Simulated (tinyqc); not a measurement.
Worked calculation: plane-wave Kohn-Sham cycle with exchange-only LDA in a layered model solid. One step of it, computed by the program tinyqc.

Problem. Iteration 2: Hamiltonian at one k. H(m,m') = (k + G_m)^2/2 delta + V(G_m - G_m'), with V(-G) = V(G).

A solid whose potential varies along x alone (atomic units):
```
parameter                      value
period a                    9.100000
cross-section of the cell  26.000000
electrons per cell                 2
grid points                       16
plane waves -n..n, n               3
k points                           4
V1 in V1 cos(2 pi x/a)     -0.700000
V2 in V2 cos(4 pi x/a)     -0.140000
```

V(G_m), m = 0, 1, 2, ... (hartree): -0.197375  -0.310261  -0.070121  -0.001153  -0.000118  0.000118  0.000050

k = 0.125000 2 pi / a

Give: H.

Solution.

H (hartree):
```
         -3       -2       -1       +0       +1       +2       +3
-3   1.7729  -0.3103  -0.0701  -0.0012  -0.0001   0.0001   0.0000
-2  -0.3103   0.6406  -0.3103  -0.0701  -0.0012  -0.0001   0.0001
-1  -0.0701  -0.3103  -0.0149  -0.3103  -0.0701  -0.0012  -0.0001
+0  -0.0012  -0.0701  -0.3103  -0.1937  -0.3103  -0.0701  -0.0012
+1  -0.0001  -0.0012  -0.0701  -0.3103   0.1043  -0.3103  -0.0701
+2   0.0001  -0.0001  -0.0012  -0.0701  -0.3103   0.8790  -0.3103
+3   0.0000   0.0001  -0.0001  -0.0012  -0.0701  -0.3103   2.1304
```
